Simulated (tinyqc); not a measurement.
Memristor with linear dopant drift, Joglekar window: one step of the calculation.

A film of thickness D has a doped share x: R = Ron x + Roff (1 - x), i = v/R, dx/dt = k i F with k = mv Ron/D^2 and F = 1 - (2 x - 1)^(2 p). The drive is v = V0 sin(2 pi f t). The model has no threshold and no heating.

Task. One Runge-Kutta step. Step h = 1/(16 f), from t = j h. With g(t, x) = dx/dt: k1 = g(t, x), k2 = g(t + h/2, x + h k1/2), k3 = g(t + h/2, x + h k2/2), k4 = g(t + h, x + h k3), x(new) = x + h (k1 + 2 k2 + 2 k3 + k4)/6.

Inputs (values chosen for the exercise): resistance of the fully doped film Ron = 200 ohm; resistance of the undoped film Roff = 20000 ohm; film thickness D = 15 nm; dopant mobility mv = 1.6e-14 m^2/(V s); amplitude V0 = 0.9 V; window exponent p = 1; frequency f = 0.87 Hz.

x at step 1 = 0.19687865
j = 1

Wanted: k1..k4; x at step 2.

Result.

k1..k4 (1/s): [0.19240, 0.28910, 0.29401, 0.39353]
x at step 2 = 0.21786

Computed by the program tinyqc: `OMP_NUM_THREADS=1 python tinyqc.py 2880040 2880041 out.jsonl`, one thread of a shared Intel Xeon 2.30GHz, about 0.2 s for the whole run.
